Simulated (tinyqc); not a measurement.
MOS capacitor on a p-type substrate, surface potential from the exact charge relation: two steps of the calculation.

Uniform p-type substrate, Boltzmann statistics, full ionisation, classical densities. psi is the surface potential against the body (positive when the bands bend down) and u = psi/Vt. Traps are spread evenly over the gap and neutral at flat band, so their charge is -q Dit psi; the minority quasi-Fermi level is shifted by Vb.

Values chosen for this exercise; band and dielectric values close to those of germanium: temperature T = 325 K; band gap Eg = 0.658 eV; relative permittivity eps_r = 16.1; conduction-band density of states at T Nc = 1.2e19 cm^-3; valence-band density of states at T Nv = 6.68e18 cm^-3; electron affinity chi = 4 eV; acceptor density of the substrate N = 9.8e17 cm^-3; relative permittivity of the gate insulator (close to aluminium oxide) eox = 9.15; insulator thickness tox = 4.2 nm; gate work function phiM = 4.22 eV; fixed charge at the interface, in units of q Nf = 4.4e10 cm^-2; density of interface traps Dit = 0 cm^-2 eV^-1; reverse bias of the inversion layer against the body Vb = 1.6 V; gate voltage against the body Vg = 3.91 V.

Constants: q = 1.602176634e-19 C, kB = 1.380649e-23 J/K, Vt = kB T/q, eps0 = 8.8541878128e-14 F/cm where lengths are in cm. Results are converted to the units shown.

Task 1. Flat band, threshold and scales. ni = sqrt(Nc Nv) exp(-Eg/(2 Vt)), Eg in volts; phiF = Vt ln(N/ni); Cox = eps0 eox/tox; Vfb = phiM - chi - (Eg - Vt ln(Nv/N)) - q Nf/Cox; Q0 = sqrt(2 eps0 eps_r q N Vt); r = (ni/N)^2 exp(-Vb/Vt); VT = Vfb + [(2 phiF + Vb)(1 + q Dit/Cox) + sqrt(2 eps0 eps_r q N (2 phiF + Vb))/Cox].

Give: ni; phiF; Cox; Vfb; Q0; r; VT.

Result 1.

ni = 7.0823e13 cm^-3
phiF = 0.26704 V
Cox = 1.9289 uF/cm^2
Vfb = -0.38790 V
Q0 = 111.97 nC/cm^2
r = 8.0664e-34
VT = 2.2529 V

Task 2. Newton step for the surface potential. u = psi/Vt; F^2 = exp(-u) + u - 1 + r (exp(u) - u - 1); Qs = -sign(u) Q0 F; Cs = -dQs/dpsi = (Q0/Vt) |1 - exp(-u) + r (exp(u) - 1)|/(2 F). f = Vfb + psi + (q Dit psi - Qs)/Cox - Vg, f' = 1 + (Cs + q Dit)/Cox, psi(new) = psi - f/f'.

psi at the start = 0.028006333 V
Cox = 1.9289481 uF/cm^2
Vfb = -0.38790149 V
Q0 = 111.96922 nC/cm^2
r = 8.0663568e-34

Give: u; F; Qs; Cs; f; f'; psi after iteration 1.

Result 2.

u = 1.000
F = 0.6065
Qs = -67.91 nC/cm^2
Cs = 2.083 uF/cm^2
f = -4.235 V
f' = 2.080
psi after iteration 1 = 2.064 V

Computed by the program tinyqc: `OMP_NUM_THREADS=1 python tinyqc.py 2060063 2060064 out.jsonl`, one thread of a shared Intel Xeon 2.30GHz, about 0.01 s for the whole run.
